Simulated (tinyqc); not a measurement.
Hubbard ring of 6 sites, step by step. Computed by tinyqc, a small Python program that keeps every step. Settings: hopping = 0.83, U = 7.6, mixing = 0.5, iteration cap = 56. Command: `OMP_NUM_THREADS=1 python tinyqc.py 24971 24972 out.jsonl` (the two numbers bound the seeds that draw the settings). One thread of a shared host (Intel(R) Xeon(R) Processor @ 2.60GHz), about 0.4 s of CPU time with the checks. Later iterations appear only in the table of the cycle.

## Mean-field iteration 1

one-body matrix (hopping and site energies) (eV):
```
           1          2          3          4          5          6
1   0.000000  -0.830000   0.000000   0.000000   0.000000  -0.830000
2  -0.830000   0.000000  -0.830000   0.000000   0.000000   0.000000
3   0.000000  -0.830000   0.000000  -0.830000   0.000000   0.000000
4   0.000000   0.000000  -0.830000   0.000000  -0.830000   0.000000
5   0.000000   0.000000   0.000000  -0.830000   0.000000  -0.830000
6  -0.830000   0.000000   0.000000   0.000000  -0.830000   0.000000
```

U = 7.600000 eV

electrons, up and down: 4  3

mixing = 0.500000

n(up) at the start (a guess, not normalised): 1 1.000000, 2 0.217000, 3 1.000000, 4 0.217000, 5 1.000000, 6 0.217000

n(down) at the start (a guess): 1 0.050000, 2 0.950000, 3 0.050000, 4 0.950000, 5 0.050000, 6 0.950000

H(up) = T + U n(down), H(down) = T + U n(up); fill the lowest levels; n(new) = n + mixing (n(out) - n); E = tr T (rho up + rho down) + U sum n_up n_down of the output.

levels, up (eV): -0.001579  0.280725  0.280725  7.319275  7.319275  7.601579

levels, down (eV): 1.217460  1.535603  1.535603  7.713597  7.713597  8.031740

energy = 6.387924 eV

n(up) after iteration 1: 1 0.986934, 2 0.368040, 3 0.990460, 4 0.121566, 5 0.990460, 6 0.368040

n(down) after iteration 1: 1 0.041689, 2 0.958311, 3 0.041689, 4 0.958311, 5 0.041689, 6 0.958311

The highest filled level is degenerate with an empty one, so which vector is filled is an arbitrary choice.

## Mean-field iteration 2

As before.

levels, up (eV): -0.058502  0.219310  0.219310  7.380690  7.380690  7.658502

levels, down (eV): 0.710338  2.412291  2.655697  7.624232  7.668903  8.002339

energy = 6.435629 eV

n(up) after iteration 2: 1 0.985361, 2 0.278864, 3 0.983719, 4 0.402223, 5 0.983719, 6 0.278864

n(down) after iteration 2: 1 0.045486, 2 0.954312, 3 0.040210, 4 0.965470, 5 0.040210, 6 0.954312

The highest filled level is degenerate with an empty one, so which vector is filled is an arbitrary choice.

## Mean-field iteration 3

As before.

levels, up (eV): -0.057619  0.207811  0.235957  7.350557  7.400982  7.662314

levels, down (eV): 1.733450  1.993714  2.800874  7.601920  7.625939  7.981004

energy = 6.408320 eV

n(up) after iteration 3: 1 0.979838, 2 0.398786, 3 0.982712, 4 0.213541, 5 0.982712, 6 0.398786

n(down) after iteration 3: 1 0.042693, 2 0.957335, 3 0.043776, 4 0.955085, 5 0.043776, 6 0.957335

## Convergence

Each step fills the lowest levels of T + U n(other spin) and sets n(new) = n + mixing (n(out) - n); stop when output and input agree to 1e-8.

Course of the cycle:
```
iteration      E (eV)  largest |n(out) - n(in)|  mean |n_up - n_down|
1          6.38792358                  3.02e-01              0.778525
2          6.43562859                  5.61e-01              0.770333
3          6.40832008                  3.77e-01              0.767713
4          6.42885834                  4.94e-01              0.764514
5          6.43805544                  4.35e-01              0.762986
6          6.43295372                  5.20e-01              0.762780
7          6.47542706                  4.77e-01              0.760278
8          6.43356320                  5.52e-01              0.762676
9          6.51923078                  5.14e-01              0.757872
10         6.43197573                  5.78e-01              0.763074
11         6.24584666                  1.62e-01              0.755520
...               ...                       ...                   ...
41         5.68359092                  9.74e-07              0.795619
42         5.68359092                  5.99e-07              0.795619
43         5.68359092                  3.69e-07              0.795619
44         5.68359092                  2.27e-07              0.795619
45         5.68359092                  1.40e-07              0.795619
46         5.68359092                  8.59e-08              0.795619
47         5.68359092                  5.29e-08              0.795619
48         5.68359092                  3.26e-08              0.795619
49         5.68359092                  2.01e-08              0.795619
50         5.68359092                  1.23e-08              0.795619
51         5.68359092                  7.60e-09              0.795619
```

local moments n_up - n_down: 1 0.944720, 2 -0.943429, 3 0.712012, 4 0.518113, 5 0.712012, 6 -0.943429

Converged in 51 iterations. Before convergence this energy mixes input and output and is not variational, so it may rise towards its limit.

## Exact diagonalisation (300 states)

Lowest levels of the sector, and the double occupancy of the lowest state.

lowest levels (eV): 4.934686  4.934686  5.246484  5.491259  5.491259  5.705218

double occupancy per site = 0.187008

The mean-field solution above lies 0.7489 eV above the exact energy.

## The lowest level by Lanczos steps

From a random start vector (not printed): a_j = <q_j|H|q_j>, b_j = norm of the remainder after orthogonalising; the Ritz value is the lowest eigenvalue of the tridiagonal matrix of a and b so far.

Lanczos:
```
j    a_j (eV)  b_j (eV)  lowest Ritz value (eV)
1   13.539706  5.337277             13.53970604
2   14.411329  6.352819              8.62047718
3   15.398921  4.119993              6.17147566
4   14.852527  5.603080              5.67008442
5   15.992784  5.792733              5.41767103
6   14.671207  3.837442              5.21208880
7   15.620283  6.019472              5.14725513
8   15.080854  5.634400              5.09687801
9   14.971214  4.021765              5.03679311
10  16.421200  6.055288              5.01187278
```
